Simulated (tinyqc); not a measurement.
Current crowding under a contact, resistor ladder against the transmission-line model: effect of the contact length.

A metal contact of length d and width W on a thin layer of the same width. The metal has no resistance, the sheet resistance under it equals Rsh, and current enters the layer at the front edge x = 0.

Transfer length Lt = sqrt(rc/Rsh); front resistance Rc = (Rsh Lt/W) coth(d/Lt); end resistance Re = (Rsh Lt/W)/sinh(d/Lt).

Values chosen for this exercise:
- Rsh = 2900 ohm/sq (sheet resistance of the semiconductor layer)
- rc = 5.8e-7 ohm cm^2 (specific contact resistivity)
- W = 4 um (contact width)

Result of one run:
```
d/Lt   Rc W (ohm um)  rc/d (ohm um)   Re/Rc
1.626          443.1          252.2  0.3787
```

Which contact length d gave this result: 0.03, 0.05, 0.084, 0.14 or 0.23 um?

d = 0.23 um.

The whole series:
```
d (um)    d/Lt  Rc W (ohm um)  rc/d (ohm um)    Re/Rc
0.018   0.1273           3240           3222   0.9920
0.03    0.2121           1962           1933   0.9779
0.05    0.3536           1208           1160   0.9406
0.084   0.5940          769.8          690.5   0.8463
0.14    0.9899          541.5          414.3   0.6530
0.23     1.626          443.1          252.2   0.3787
0.39     2.758          413.4          148.7   0.1264
0.66     4.667          410.2          87.88  0.01880
```

Rc W falls from 3240 to 410 ohm um, as d^(-0.98) between the first two rows. It levels off at sqrt(rc Rsh) = 410 ohm um and, among the rows, is within 5 % of that from d = 0.39 um on (Lt = 0.141 um): metal beyond two transfer lengths lowers Rc by less than 4 %.

tinyqc, about 0.01 s, one thread, Intel Xeon 2.30GHz (shared host): `OMP_NUM_THREADS=1 python tinyqc.py 2760106 2760107 out.jsonl`
